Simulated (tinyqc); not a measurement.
What grading buys: minority-electron transport through the base of a bipolar transistor (Moll-Ross and Kroemer integrals). Computed by tinyqc, a small Python program. Command: `OMP_NUM_THREADS=1 python tinyqc.py 3030660 3030661 out.jsonl base walk`. One thread of a shared host (Intel(R) Xeon(R) Processor @ 2.30GHz), about 0.01 s of CPU time with the checks.

Low injection, one dimension, x from the emitter edge (0) to the collector edge (W), s = x/W. Recombination is treated as a small correction (valid for tau_B well below tau_n), computed from the stored charge.

Inputs (values chosen for the exercise, modelled on InP):
```
quantity                               value        unit
base doping at the emitter edge N_0  6.8e+17      1/cm^3
base width W                              26          nm
mu_min                                   710  cm^2/(V s)
mu_max                                  4620  cm^2/(V s)
N_ref                                2.9e+17      1/cm^3
saturation velocity v_s                 0.95    1e7 cm/s
temperature T                            300           K
```

Base doping profile: uniform. Gap grading: linear. Exit of the base: infinite sink.

Constants: k_B = 8.617333262e-05 eV/K.

Method. N(x) = N_0; n_i(x)^2 = n_i^2 exp(s dE_g/k_B T); D(x) = (k_B T/e) mu, mu = mu_min + (mu_max - mu_min)/(1 + (N/N_ref)^0.7). With y(x) = N n_i^2/(D n_i(x)^2): base Gummel number G_B = int_0^W y dx; J_C = e n_i^2 exp(e V_BE/k_B T)/G_B; n(x) = (J_C/e)(n_i(x)^2/(N n_i^2)) [int_x^W y dx]; transit time tau_B = (e/J_C) int n dx; trapezoid rule on 401 even points.

The same base with other gradings:
```
dE_g (meV)  dE_g/k_B T  G_B (s/cm^4)  J_C gain  tau_B (ps)  speed gain
0                0.000    3.2588e+10     1.000    0.062301      1.0000
25               0.967    2.0887e+10     1.560    0.046268      1.3465
50               1.934    1.4414e+10     2.261    0.035930      1.7340
75               2.901    1.0616e+10     3.070    0.028959      2.1514
100              3.868    8.2488e+09     3.951    0.024059      2.5895
150              5.802    5.5996e+09     5.820    0.017785      3.5030
200              7.736    4.2107e+09     7.739    0.014026      4.4420
300             11.605    2.8084e+09    11.604    0.009813      6.3490
```

What does the comparison show, and why?

At 100 meV J_C rises by a factor 3.95 and the transit is 2.59 times faster; at 300 meV the factors are 11.60 and 6.35. For a uniform base without exit term both tend to be linear in dE_g/k_B T, J_C as x/(1 - exp(-x)) and the speed as x/2. From 0 meV on the mean velocity W/tau_B exceeds v_s, so those speed gains are overstated.
